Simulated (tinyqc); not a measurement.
# Electron mobility in a silicon inversion layer, empirical terms and Matthiessen rule, step by step

Numbers from tinyqc (`OMP_NUM_THREADS=1 python tinyqc.py 2510135 2510136 out.jsonl`; about 0.01 s on one thread of a shared Intel Xeon 2.30GHz). Printed values are rounded.

Inversion layer of sheet density Ns on a uniformly doped body, under a high-permittivity gate with an interlayer. The mobility terms are empirical power laws with prefactors chosen for the exercise; adding their inverses (Matthiessen) is itself an approximation.

Parameters, values chosen for the exercise; material values close to those of silicon:
- T = 400 K (temperature)
- Eg = 1.12 eV (band gap)
- eps_r = 11.8 (relative permittivity of the semiconductor)
- Nc = 4.39e19 cm^-3 (conduction-band density of states at T)
- Nv = 4.03e19 cm^-3 (valence-band density of states at T)
- Nb = 8.5e17 cm^-3 (body doping)
- Vsb = 0 V (reverse body bias)
- eta = 0.5 (weight of the inversion charge in the effective field)
- Cox = 1.03 uF/cm^2 (gate capacitance)
- Ap = 435 cm^2/(V s) (phonon-limited mobility at 1 MV/cm and 300 K)
- As = 1140 cm^2/(V s) (roughness-limited mobility at 1 MV/cm)
- gs = 2 (exponent of the roughness term)
- Ac = 1800 cm^2/(V s) (Coulomb prefactor)
- Nit = 1.2e11 cm^-2 (charge at the interface)
- Ar = 180 cm^2/(V s) (remote-phonon mobility without interlayer)
- ti = 0.5 nm (interlayer thickness)
- lr = 0.9 nm (decay length of remote phonons)
- Ns = 8e11 cm^-2 (inversion density)
- WL = 20 (ratio W/L)
- Vd = 0.05 V (drain voltage)
- I = 11.8 uA (measured linear current)

Constants: q = 1.602176634e-19 C, kB = 1.380649e-23 J/K, Vt = kB T/q, eps0 = 8.8541878128e-14 F/cm where lengths are in cm. Results are converted to the units shown.

## Depletion charge and effective field

ni = sqrt(Nc Nv) exp(-Eg/(2 Vt)), Eg in volts; Ndep = sqrt(2 eps0 eps_r Nb (2 Vt ln(Nb/ni) + Vsb)/q); E = q (Ndep + eta Ns)/(eps0 eps_r), in MV/cm.

ni = 3.699945e12 cm^-3
Ndep = 3.071538e12 cm^-2
E = 0.5323553 MV/cm

The depletion charge gives 88.5 % of the field.

## Mobility terms and their sum

With t = T/(300 K): muC = Ac (Ns/1e12 cm^-2) t/(Nb/1e17 cm^-3 + Nit/1e11 cm^-2), muP = Ap E^(-1/3) t^(-1.75), muS = As E^(-gs), muR = Ar exp(2 ti/lr)/t; 1/mu is the sum of the inverses.

terms (cm^2/(V s)): Coulomb 197.9381, phonon 324.4237, roughness 4022.553, remote phonon 410.0938
mu = 92.40832 cm^2/(V s)
shares of 1/mu (%): Coulomb 46.68545, phonon 28.48383, roughness 2.297256, remote phonon 22.53346

The Coulomb term limits most.

## Iteration 1: inversion density for the measured current

Ns at the start = 1.2e12 cm^-2

I = (W/L) q Ns mu Vd. E = q (Ndep + eta Ns)/(eps0 eps_r) in MV/cm. With t = T/(300 K): muC = Ac (Ns/1e12 cm^-2) t/(Nb/1e17 cm^-3 + Nit/1e11 cm^-2), muP = Ap E^(-1/3) t^(-1.75), muS = As E^(-gs), muR = Ar exp(2 ti/lr)/t; 1/mu is the sum of the inverses. Ns(new) = I/((W/L) q mu Vd).

E = 0.5630250 MV/cm
mu = 108.4003 cm^2/(V s)
Ns after iteration 1 = 6.794246e11 cm^-2

## Iteration 2: inversion density for the measured current

As before.

E = 0.5231103 MV/cm
mu = 85.53144 cm^2/(V s)
Ns after iteration 2 = 8.610846e11 cm^-2

## Course of the iteration: inversion density for the measured current

Stop when Ns changes by less than 1e5 cm^-2, or after 120 iterations.

Course of the iteration:
```
iteration   Ns (cm^-2)  |change| (cm^-2)
1          6.794246e11           5.21e11
2          8.610846e11           1.82e11
3          7.715961e11           8.95e10
4          8.102417e11           3.86e10
5          7.924664e11           1.78e10
6          8.004195e11            7.95e9
7          7.968159e11            3.60e9
8          7.984395e11            1.62e9
9          7.977061e11            7.33e8
...                ...               ...
13         7.979246e11            3.04e7
14         7.979383e11            1.37e7
15         7.979321e11            6.20e6
16         7.979349e11            2.80e6
17         7.979337e11            1.26e6
18         7.979342e11            5.70e5
19         7.979340e11            2.57e5
20         7.979341e11            1.16e5
21         7.979340e11            5.24e4
```

Converged in 21 iterations. At the end each change is about 0.45 times the one before, with alternating sign: linear convergence.

## Split C-V extraction

Vg, point 0 to 12 (V): [0.2, 0.3, 0.4, 0.5, 0.6, 0.7, 0.8, 0.9, 1, 1.1, 1.2, 1.3, 1.4]
Cgc, point 0 to 12 (uF/cm^2): [0.005346490, 0.04218618, 0.2667776, 0.7632224, 0.9878138, 1.024654, 1.029344, 1.029920, 1.029990, 1.029999, 1.030000, 1.030000, 1.030000]
I, point 0 to 12 (uA): [1.001831e-4, 0.006370460, 0.2954939, 4.279018, 15.74200, 30.47355, 45.74434, 60.81175, 75.45321, 89.58883, 103.1897, 116.2489, 128.7700]

Q(Vg) is the trapezoid sum of Cgc from the first point (where Q is taken as 0); mu_eff = I/((W/L) Q Vd); mu_FE = (dI/dVg)/((W/L) Cox Vd) with a backward difference. Listed from point 4 on.

Q, point 4 to 12 (uC/cm^2): [0.1568766, 0.2575, 0.3601999, 0.4631630, 0.5661585, 0.6691580, 0.7721579, 0.8751579, 0.9781579]
mu_eff, point 4 to 12 (cm^2/(V s)): [100.3463, 118.3439, 126.9971, 131.2966, 133.2722, 133.8829, 133.6381, 132.8320, 131.6454]
mu_FE, point 4 to 12 (cm^2/(V s)): [111.2911, 143.0248, 148.2600, 146.2856, 142.1501, 137.2391, 132.0475, 126.7885, 121.5637]

At the last point mu_FE is 7.7 % below mu_eff: where the mobility falls with gate voltage the slope of I understates it.
